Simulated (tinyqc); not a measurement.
From results to parameters: two-site tight-binding chain. Computed by the program tinyqc.

Problem. A two-site chain has site energies +delta (A) and -delta (B) and hoppings t1 > t2 > 0, so E = +/- sqrt(delta^2 + |t1 + t2 exp(-ika)|^2). Find delta, t1 and t2.

upper band at k = 0 = 2.462052 eV
upper band at the zone edge = 1.681814 eV
weight of the upper band on site A at the zone edge = 0.942974

Solution. The weight on A is (1 + delta/E)/2, which gives delta; then t1 + t2 = sqrt(E(0)^2 - delta^2) and t1 - t2 = sqrt(E(edge)^2 - delta^2).

delta, t1, t2 (eV): 1.4900  1.3700  0.5900
